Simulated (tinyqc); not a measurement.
p-n diode with diffusion and depletion-layer recombination: two steps of the calculation.

Abrupt junction in the depletion approximation, low injection, full ionisation, neutral widths fixed, ohmic contact on the p side. Vj is the junction voltage; where a series resistance Rs is given, V = Vj + J Rs is the terminal voltage.

Values chosen for this exercise; band and dielectric values close to those of silicon:

| symbol | value | unit | meaning |
|---|---|---|---|
| T | 400 | K | temperature |
| Eg | 1.1 | eV | band gap |
| eps_r | 11.6 |  | relative permittivity |
| Nc | 4.26e19 | cm^-3 | conduction-band density of states at T |
| Nv | 4.02e19 | cm^-3 | valence-band density of states at T |
| Na | 8.8e17 | cm^-3 | acceptor density |
| Nd | 1.8e17 | cm^-3 | donor density |
| mun | 340 | cm^2/(V s) | electron mobility in the p side |
| mup | 230 | cm^2/(V s) | hole mobility in the n side |
| tn | 2e-7 | s | electron lifetime |
| tp | 5e-7 | s | hole lifetime |
| wp | 3.1 | um | neutral width of the p side |
| wn | 100 | um | neutral width of the n side |
| Sp | 2000 | cm/s | recombination velocity at the n contact |
| Et | 0 | eV | trap level above the intrinsic level |
| Vj | 0.54 | V | junction voltage at which recombination is evaluated |

Constants: q = 1.602176634e-19 C, kB = 1.380649e-23 J/K, Vt = kB T/q, eps0 = 8.8541878128e-14 F/cm where lengths are in cm. Results are converted to the units shown.

Task 1. Diffusion lengths and saturation currents. ni = sqrt(Nc Nv) exp(-Eg/(2 Vt)), Eg in volts; D = mu Vt; Ln = sqrt(Dn tn), Lp = sqrt(Dp tp); J0n = q ni^2 Dn coth(wp/Ln)/(Ln Na); J0p = (q ni^2 Dp/(Lp Nd)) (s + tanh(wn/Lp))/(1 + s tanh(wn/Lp)), s = Sp Lp/Dp.

Find: ni; Ln; Lp; J0n; J0p.

Result 1.

ni = 4.8654e12 cm^-3
Ln = 15.310 um
Lp = 19.910 um
J0n = 1.6516e-7 A/cm^2
J0p = 8.3901e-8 A/cm^2

wp/Ln = 0.20 and wn/Lp = 5.0; electrons carry 66.3 % of the diffusion current.

Task 2. Recombination in the depleted layer. ni = sqrt(Nc Nv) exp(-Eg/(2 Vt)), Eg in volts. Vbi = Vt ln(Na Nd/ni^2), W = sqrt(2 eps0 eps_r (Vbi - Vj)(1/Na + 1/Nd)/q), xp = W Nd/(Na + Nd), xn = W Na/(Na + Nd); u(x) = q Na (x + xp)^2/(2 eps0 eps_r) for x < 0 and Vbi - Vj - q Nd (xn - x)^2/(2 eps0 eps_r) for x > 0; p = Na exp(-u/Vt), n = Nd exp((u - Vbi + Vj)/Vt); U = ni^2 (exp(Vj/Vt) - 1)/(tp (n + ni exp(Et/Vt)) + tn (p + ni exp(-Et/Vt))); J_scr = q times the integral of U from -xp to xn. Trapezoid rule on 13 equal steps.

Find: W; x; u; n; p; U; J_scr.

Result 2.

W = 45.362 nm
x, point 0 to 13 (nm): [-7.703, -4.214, -0.724, 2.765, 6.255, 9.744, 13.233, 16.723, 20.212, 23.702, 27.191, 30.681, 34.170, 37.659]
u, point 0 to 13 (V): [0.00000, 0.00836, 0.03343, 0.06889, 0.10137, 0.13043, 0.15607, 0.17830, 0.19710, 0.21249, 0.22445, 0.23300, 0.23813, 0.23984]
n, point 0 to 13 (cm^-3): [1.7118e14, 2.1815e14, 4.5149e14, 1.2632e15, 3.2412e15, 7.5309e15, 1.5846e16, 3.0193e16, 5.2098e16, 8.1408e16, 1.1519e17, 1.4761e17, 1.7129e17, 1.8000e17]
p, point 0 to 13 (cm^-3): [8.8000e17, 6.9054e17, 3.3365e17, 1.1925e17, 4.6478e16, 2.0003e16, 9.5067e15, 4.9893e15, 2.8915e15, 1.8505e15, 1.3077e15, 1.0205e15, 8.7945e14, 8.3690e14]
U, point 0 to 13 (cm^-3 s^-1): [8.5549e20, 1.0899e21, 2.2497e21, 6.1523e21, 1.3796e22, 1.9389e22, 1.5328e22, 9.3579e21, 5.6567e21, 3.6673e21, 2.6035e21, 2.0353e21, 1.7552e21, 1.6706e21]
J_scr = 0.0047154 A/cm^2

Computed by the program tinyqc: `OMP_NUM_THREADS=1 python tinyqc.py 2260015 2260016 out.jsonl`, one thread of a shared Intel Xeon 2.30GHz, about 0.01 s for the whole run.
